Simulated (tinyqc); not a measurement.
Inside a calculation. Method: Hubbard chain of 3 sites. One step of it, computed by the program tinyqc.

Task: Mean-field iteration 3. H(up) = T + U n(down), H(down) = T + U n(up); fill the lowest levels; n(new) = n + mixing (n(out) - n); E = tr T (rho up + rho down) + U sum n_up n_down of the output.

one-body matrix (hopping and site energies) (eV), lower triangle:
```
           1          2         3
1   0.000000
2  -1.460000   0.000000
3   0.000000  -1.460000  0.000000
```

U = 6.600000 eV

electrons, up and down: 2  2

mixing = 0.500000

n(up) after iteration 2: 1 0.944645, 2 0.164959, 3 0.944645

n(down) after iteration 2: 1 0.469025, 2 0.920451, 3 0.469025

Give: levels, up; levels, down; energy; n(up) after iteration 3; n(down) after iteration 3.

Result:

levels, up (eV): 2.0392  3.0956  7.1313

levels, down (eV): 0.3627  6.2347  6.9607

energy = 4.8181 eV

n(up) after iteration 3: 1 0.9205, 2 0.1862, 3 0.9205

n(down) after iteration 3: 1 0.5120, 2 0.9052, 3 0.5120
